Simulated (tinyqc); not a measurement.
Inside a calculation: thin-body film or fin with hard walls, valleys of the Si type. Values are carried at full precision from step to step, so a last printed digit may differ when a step is redone from the rounded ones.

Six ellipsoidal valleys with their long axes along the cube axes, mass ml along the axis and mt across it. For a valley whose axis makes the angle theta with the surface normal, 1/m_z = cos^2(theta)/ml + sin^2(theta)/mt sets the confinement; in the plane the masses are m_1 = mt and m_2 = ml mt/m_z, and m_d = sqrt(m_1 m_2).

Constants: hbar^2/2m0 = 3.80998211 eV angstrom^2; kB = 8.617333262e-05 eV/K.

Values chosen for the exercise (near those of Si; the results hold for these values, not for the real material):
```
symbol  value  unit         meaning
ml      0.931  m0           longitudinal mass
mt      0.193  m0           transverse mass
face    100                 face of the film or side wall of the fin
t       92     angstrom     body thickness
T       77     K            temperature
g_all   6                   number of valleys
Ns      13     x 1e12/cm^2  sheet density in the on state
alpha   0.55   1/eV         non-parabolicity
```

## Valley masses for the (100) face

Group the valleys by their angle to the normal, heaviest m_z first.

Valleys (masses in m0):
```
valleys g  cos^2(theta)     m_z     m_1     m_2     m_d
2                1.0000  0.9310  0.1930  0.1930  0.1930
4                0.0000  0.1930  0.1930  0.9310  0.4239
```

## Subband edges

A film of thickness t between hard walls, flat band inside: E_n = c (n pi/t)^2/m_z above the bulk edge, c = hbar^2/2m0. Without degeneracy the sheet density is N2 exp((EF - Ec)/kB T) with N2 = sum_i g m_d/(2 pi c) kB T exp(-E_i/kB T) over n = 1 to 40 of each group; a classical film has t Nc with Nc = 2 g_all (m_dos kB T/(4 pi c))^(3/2), m_dos = (ml mt^2)^(1/3). The threshold shift is dVt = kB T ln(t Nc/N2).

The seven lowest levels of all groups together; primes mark the lighter m_z.

Subbands:
```
label  valleys g  E (eV)
1              2  0.0048
2              2  0.0191
1'             4  0.0230
3              2  0.0429
4              2  0.0764
2'             4  0.0921
5              2  0.1193
```

The second subband, 2, lies 14.3 meV above the first, 2.2 kB T at 77 K.

## Effective density of states and threshold shift

Sum the subbands; 1/angstrom^2 = 1e16/cm^2 and 1/angstrom^3 = 1e24/cm^3.

terms of N2 by group (1e12/cm^2): 0.5831  0.1464

Nc = 0.365 x 1e19/cm^3
t Nc = 3.354 x 1e12/cm^2
dVt = 10.1 mV

Confinement leaves 22 % of the classical states; the heaviest group holds 80 % of the electrons, against 33 % in the bulk.

## Filling at a given sheet density

n_i = g m_d/(2 pi c) kB T ln(1 + exp((EF - E_i)/kB T)) over the levels listed; solve sum n_i = Ns (1e12/cm^2 = 1e-4/angstrom^2); the band bending of the charge itself is left out. c = hbar^2/2m0.

EF = 0.0305 eV

n_i in the order of the list (1e12/cm^2): 4.178  2.023  6.644  0.154  0.001  0.000  0.000

The fullest subband is 1', with 51 %.

## Non-parabolic correction

Each level E0 of the list is replaced by the root of E (1 + alpha E) = E0.

Levels (eV):
```
label  parabolic  corrected
1         0.0048     0.0048
2         0.0191     0.0189
1'        0.0230     0.0227
3         0.0429     0.0420
4         0.0764     0.0734
2'        0.0921     0.0878
5         0.1193     0.1124
```

The lowest level drops by 0.0 meV.

## Checks

- N2 of a 3000 angstrom film, summed over n to convergence, plus the half-term of the walls against t Nc, 1/angstrom^2: both 0.010938.

Computed by tinyqc, a small Python program: `OMP_NUM_THREADS=1 python tinyqc.py 1280434 1280435 out.jsonl` (the numbers bound the seed that draws the inputs); one thread of a shared host (Intel(R) Xeon(R) Processor @ 2.30GHz), about 0.01 s for the whole set of steps.
